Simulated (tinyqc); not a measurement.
# Resistance of a source-drain extension with a graded tip, step by step

Numbers from tinyqc (`OMP_NUM_THREADS=1 python tinyqc.py 2282213 2282214 out.jsonl`; about 0.03 s on one thread of a shared Intel Xeon 2.30GHz). Printed values are rounded.

y runs along the channel, the gate covers y > 0. The doping is N0 for y < y0 and N0 10^(-(y - y0)/la) beyond, uniform over the depth xj. Sheet conductance s(y) = q mu(N) max(N - Nch, 0) xj + (for y > 0) ma Cox Vo, with mu(N) = u0 + (u1 - u0)/(1 + (N/Nr)^au) and Cox = eps0 eox/tox. Current is taken as one-dimensional; depletion of the tip, spreading and the contact are left out. The metallurgical junction lies at yj, where N = Nch.

Inputs (values chosen for the exercise); mobility law close to that of holes in silicon:
- eox = 3.9 (relative permittivity of the gate insulator (close to silicon dioxide))
- tox = 2.8 nm (insulator thickness)
- N0 = 1.8e20 cm^-3 (active doping of the extension far from the gate)
- la = 5.1 nm/decade (lateral abruptness)
- y0 = -0.8 nm (position under the gate where the fall begins (gate edge at 0))
- xj = 18 nm (depth of the extension)
- Nch = 5.1e17 cm^-3 (channel doping)
- Vo = 0.45 V (gate overdrive)
- ma = 92 cm^2/(V s) (mobility of the gate-induced layer)
- u1 = 470.5 cm^2/(V s) (mobility at low doping)
- u0 = 44.9 cm^2/(V s) (mobility at high doping)
- Nr = 2.23e17 cm^-3 (reference doping)
- au = 0.719 (exponent)
- Lg = 50 nm (gate length)

Constants: q = 1.602176634e-19 C, eps0 = 8.8541878128e-14 F/cm where lengths are in cm. Results are converted to the units shown.

## Sheet resistances and junction position

yj = y0 + la log10(N0/Nch); sheet resistance of the full extension 1/[q mu(N0)(N0 - Nch) xj] and of the gate-induced layer 1/(ma Cox Vo); metallurgical length Lg - 2 yj; ye is where the doped and the gate-induced conductances are equal.

yj = 12.1933 nm
sheet resistance of the extension = 399.718 ohm/square
sheet resistance of the induced layer = 19585.9 ohm/square
metallurgical length = 25.6134 nm
ye = 9.14611 nm
N at ye = 2.01862e18 cm^-3

The gate takes over 3.05 nm before the junction, where N is still 3.96 times the channel doping.

## Resistance of the overlapped part

Midpoint rule on 12 equal steps from 0 to yj: R_ov = sum h/s(y), per width.

y, point 0 to 11 (nm): [0.508053, 1.52416, 2.54027, 3.55637, 4.57248, 5.58859, 6.60469, 7.62080, 8.63691, 9.65301, 10.6691, 11.6852]
N, point 0 to 11 (cm^-3): [9.97221e19, 6.30311e19, 3.98399e19, 2.51815e19, 1.59164e19, 1.00602e19, 6.35875e18, 4.01916e18, 2.54038e18, 1.60569e18, 1.01490e18, 6.41488e17]
doped conductance, point 0 to 11 (uS): [1434.12, 939.926, 622.566, 417.405, 283.490, 194.842, 134.954, 93.3108, 63.2089, 40.3794, 22.1363, 6.84619]
sheet resistance, point 0 to 11 (ohm/square): [673.319, 1009.10, 1484.51, 2134.64, 2989.11, 4066.70, 5376.04, 6926.75, 8751.51, 10936.6, 13662.4, 17270.2]
R_ov = 76.493 ohm um

The exact integral is 76.697 ohm um; the coarse sum is 0.27 % below it.
